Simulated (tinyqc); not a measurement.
Worked calculation: Hubbard ring of 4 sites. One step of it, computed by the program tinyqc.

Question. Mean-field iteration 1. H(up) = T + U n(down), H(down) = T + U n(up); fill the lowest levels; n(new) = n + mixing (n(out) - n); E = tr T (rho up + rho down) + U sum n_up n_down of the output.

one-body matrix (hopping and site energies) (eV):
```
           1          2          3          4
1  -0.290000  -1.310000   0.000000  -1.310000
2  -1.310000  -0.900000  -1.310000   0.000000
3   0.000000  -1.310000  -0.720000  -1.310000
4  -1.310000   0.000000  -1.310000   0.350000
```

U = 2.600000 eV

electrons, up and down: 3  2

mixing = 0.200000

n(up) at the start (a guess, not normalised): 1 1.000000, 2 0.300000, 3 1.000000, 4 0.300000

n(down) at the start (a guess): 1 0.050000, 2 0.950000, 3 0.050000, 4 0.950000

Give: levels, up; levels, down; energy; n(up) after iteration 1; n(down) after iteration 1.

Answer.

levels, up (eV): -2.0539  -0.3589  2.0634  3.9894

levels, down (eV): -1.5654  0.5876  2.0860  4.0918

energy = -3.3055 eV

n(up) after iteration 1: 1 0.9731, 2 0.4114, 3 0.9779, 4 0.3175

n(down) after iteration 1: 1 0.0722, 2 0.9355, 3 0.0826, 4 0.9097
